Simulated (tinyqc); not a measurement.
Worked calculation: plane-wave Kohn-Sham cycle with exchange-only LDA in a layered model solid. One step of it, computed by the program tinyqc.

Task: Iteration 1: potential. V_H(G) = 4 pi rho(G)/G^2 for G != 0 (uniform background); v_x = -(3 rho/pi)^(1/3); V = V_ext + V_H + v_x; Fourier components f(G_m) = (1/N) sum_j f(x_j) exp(-i G_m x_j).

A solid whose potential varies along x alone (atomic units):
```
parameter                      value
period a                    9.500000
cross-section of the cell  40.000000
electrons per cell                 2
grid points                       16
plane waves -n..n, n               2
k points                           1
V1 in V1 cos(2 pi x/a)     -0.540000
V2 in V2 cos(4 pi x/a)      0.130000
```

density at the start, on the grid x_j = j a/N (e/bohr^3): 0.00526316  0.00526316  0.00526316  0.00526316  0.00526316  0.00526316  0.00526316  0.00526316  0.00526316  0.00526316  0.00526316  0.00526316  0.00526316  0.00526316  0.00526316  0.00526316

Give: Potentials on the grid; V(G_m), m = 0, 1, 2, ....

Result:

Potentials on the grid (hartree):
```
x       V_ext    V_H     v_x       V
0.000  -0.410  0.000  -0.171  -0.581
0.594  -0.407  0.000  -0.171  -0.578
1.188  -0.382  0.000  -0.171  -0.553
1.781  -0.299  0.000  -0.171  -0.470
2.375  -0.130  0.000  -0.171  -0.301
2.969   0.115  0.000  -0.171  -0.057
3.562   0.382  0.000  -0.171   0.211
4.156   0.591  0.000  -0.171   0.420
4.750   0.670  0.000  -0.171   0.499
5.344   0.591  0.000  -0.171   0.420
5.938   0.382  0.000  -0.171   0.211
6.531   0.115  0.000  -0.171  -0.057
7.125  -0.130  0.000  -0.171  -0.301
7.719  -0.299  0.000  -0.171  -0.470
8.312  -0.382  0.000  -0.171  -0.553
8.906  -0.407  0.000  -0.171  -0.578
```

V(G_m), m = 0, 1, 2, ... (hartree): -0.171  -0.270  0.065  0.000  0.000
